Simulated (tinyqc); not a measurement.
Dopants and charged point defects at anneal temperature: Fermi-level effect, clustering and pairing: one step, computed by the program tinyqc.

Boltzmann statistics and full ionisation of active dopants. Energies are counted from the valence band; the defect (a vacancy or self-interstitial) has five charge states, with all degeneracy factors one.

Task: The host at the anneal temperature. E_g = E_g0 - alpha T^2/(T + beta). N_c = 2 M_c (2 pi m_e k_B T/h^2)^(3/2) and N_v = 2 (2 pi m_h k_B T/h^2)^(3/2), masses in units of m_0. n_i = sqrt(N_c N_v) exp(-E_g/2 k_B T); E_i = E_g/2 + (k_B T/2) ln(N_v/N_c).

Inputs (values chosen for the exercise, with bands modelled on InP):
```
quantity,value,unit
gap at 0 K E_g0,1.41,eV
Varshni alpha,0.000361,eV/K
Varshni beta,168,K
electron mass m_e,0.0766,m_0
valleys M_c,1,-
hole mass m_h,0.601,m_0
anneal temperature T,1080,K
```

Dopant: acceptor. Second part: clustering of the dopant.

Constants: m_0 = 9.1093837015e-31 kg; k_B = 1.380649e-23 J/K; h = 6.62607015e-34 J s; k_B = 8.617333262e-05 eV/K.

Give: E_g; k_B T; n_i; E_i; effective density of states N_b of the majority band.

Result:

E_g = 1.073 eV

k_B T = 0.09307 eV

n_i = 5.355e+16 cm^-3

E_i = 0.6801 eV

effective density of states N_b of the majority band = 7.986e+19 cm^-3
